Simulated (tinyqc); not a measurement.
Kronig-Penney superlattice by transfer matrices: sweeps and comparisons. A value that a table varies takes the place of the one given here.

Wells (width a, potential 0, mass mw) alternate with barriers (width b, height V0, mass mb); period d = a + b; c = hbar^2/2m0. The vector (psi, psi'/m) is continuous, and a layer of thickness t carries it by M = [[cos kt, (m/k) sin kt], [-(k/m) sin kt, cos kt]] with k = sqrt(m (E - V)/c); for E < V, k = i kappa gives [[cosh, (m/kappa) sinh], [(kappa/m) sinh, cosh]] of kappa t. A Bloch state obeys cos(q d) = tr(Mb Mw)/2.

Constants: hbar^2/2m0 = 3.80998211 eV angstrom^2.

Parameters, chosen for this exercise (near those of an InGaAs superlattice with barriers of InP; shifted at random, so the results belong to these values and not to a real crystal):
```
symbol  value                                 unit      meaning
a       125                                   angstrom  well width
V0      0.251                                 eV        barrier height
mw      0.0408                                m0        mass in the wells
mb      0.0778                                m0        mass in the barriers
bs      (12.5, 18.8, 25, 32.5, 40, 50, 62.5)  angstrom  barrier widths
b       25                                    angstrom  barrier width
```

## Barrier width

First miniband against b. m_z = -2 c f'/d^2 with f = tr M/2 at the bottom of the band. E1 is the level of the single well, kappa1 its decay constant in the barrier.

First miniband:
```
b (angstrom)  bottom (eV)  top (eV)  W (meV)    ln W  m_z (m0)
12.5               0.0167    0.0426    25.87   3.253    0.0509
18.8               0.0210    0.0380    16.96   2.831    0.0617
25.0               0.0238    0.0350    11.18   2.414    0.0777
32.5               0.0259    0.0327    6.749   1.909     0.107
40.0               0.0272    0.0313    4.074   1.405     0.152
50.0               0.0282    0.0303    2.078   0.732     0.253
62.5               0.0288    0.0297   0.8961  -0.110     0.497
```

E1 = 0.0292 eV
kappa1 = 0.0673 1/angstrom

W falls from 25.9 to 0.90 meV, and both edges close in on E1. The slope of ln W is -0.0670 per angstrom over the first two rows and -0.0673 over the last two, against -kappa1 = -0.0673: the width follows one power of the tunnelling amplitude once the wells couple weakly. m_z grows by a factor 9.8.

## From one barrier to a miniband

Transmission through N barriers separated by wells, between leads of the well material: T = 4/[(M11 + M22)^2 + (u M12 - M21/u)^2] with u = k/mw and M the product over all layers; twelve evenly spaced energies around the first miniband.

Transmission:
```
E (eV)    tr M/2 of a period   N = 1    N = 2     N = 4     N = 8
0.018751               2.286  0.0593  0.00301  8.46e-06  6.71e-11
0.020784               1.734  0.0650  0.00575  5.75e-05  5.93e-09
0.022817               1.226  0.0705   0.0124  0.000782  3.93e-06
0.024849               0.761  0.0758   0.0342     0.263    0.0899
0.026882               0.335  0.0811    0.164    0.0755     0.334
0.028915              -0.052  0.0862    0.896     0.686     0.364
0.030947              -0.404  0.0912    0.133    0.0781     0.716
0.032980              -0.721  0.0961   0.0486     0.885     0.659
0.035012              -1.007   0.101   0.0269   0.00652   0.00133
0.037045              -1.262   0.106   0.0182  0.000971  3.33e-06
0.039078              -1.488   0.110   0.0138  0.000297  1.47e-07
0.041110              -1.687   0.115   0.0113  0.000129  1.74e-08
```

5 of the energies lie in the miniband (|tr M/2| <= 1); there T for N = 8 runs between 0.0899 and 0.716. In the gaps it falls with N: at E = 0.0411 eV from 0.000129 (N = 4) to 1.74e-08 (N = 8), a slope of ln T of -2.23 a period, against -2 arccosh|tr M/2| = -2.23.

## What each parameter does

Bottom and width of the first miniband, the gap above it, and m_z = -2 c f'/d^2 with f = tr M/2. Each row changes one parameter from the base and keeps the others.

Results:
```
case              bottom (eV)  width (meV)  gap (meV)  m_z (m0)
base                   0.0238         11.2       66.2    0.0777
a = 137 angstrom       0.0211          9.2       58.6    0.0798
b = 29 angstrom        0.0251          8.5       70.6    0.0917
V0 = 0.289 eV          0.0256          9.8       71.6    0.0856
mw = 0.0449 m0         0.0230         10.1       62.8    0.0852
mb = 0.0895 m0         0.0234          9.8       67.3    0.0862
```

The largest shifts from the base row, up to three for each result and ties (the steps differ in size, so this ranks the rows, not the parameters). bottom (eV): a -0.0027, V0 +0.0018, b +0.0013. width (meV): b -2.6, a -2.0, V0 -1.4. gap (meV): a -7.6, V0 +5.5, b +4.4. m_z (m0): b +0.0140, mb +0.0085, V0 +0.0079.

tinyqc: `OMP_NUM_THREADS=1 python tinyqc.py 1280443 1280444 out.jsonl`; about 0.06 s, one thread, shared Intel(R) Xeon(R) Processor @ 2.30GHz.
